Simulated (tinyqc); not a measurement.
Drifting, spreading and decaying minority pulse (Haynes-Shockley), explicit time steps: one step of the calculation.

Low injection in a uniform field: dn/dt = D d2n/dx2 - v dn/dx - n/tau with D = mu Vt and v = mu F towards +x. Exact solution on an infinite bar for a Gaussian start at x0: n = N0 exp(-t/tau) exp(-(x - x0 - v t)^2/(2 s^2))/sqrt(2 pi s^2), s^2 = s0^2 + 2 D t.

Problem. Coefficients of the scheme. Exponentially fitted fluxes: d = F hx/Vt, B(d) = d/(exp(d) - 1), k = D dt/hx^2; (L n)_i = a n_(i-1) + b n_i + c n_(i+1) with a = k B(-d), c = k B(d), b = -a - c - dt/tau. Explicit steps keep n positive for dt up to 1/[(D/hx^2)(B(d) + B(-d)) + 1/tau].

Values chosen for this exercise; mobility close to that of silicon at room temperature:
- T = 350 K (temperature)
- mu = 475 cm^2/(V s) (minority-carrier mobility)
- F = 21 V/cm (sweep field along the drift)
- hx = 17 um (mesh step)
- tau = 4.3e-6 s (lifetime)
- dt = 4.8e-8 s (time step)

Constants: q = 1.602176634e-19 C, kB = 1.380649e-23 J/K, Vt = kB T/q. Results are converted to the units shown.

Give: D; v; d; a; b; c; positivity limit of dt.

Solution.

D = 14.33 cm^2/s
v = 9975 cm/s
d = 1.184
a = 0.4059
b = -0.5414
c = 0.1243
positivity limit of dt = 8.867e-8 s

tinyqc, about 0.01 s, one thread, Intel Xeon 2.30GHz (shared host): `OMP_NUM_THREADS=1 python tinyqc.py 2310011 2310012 out.jsonl`
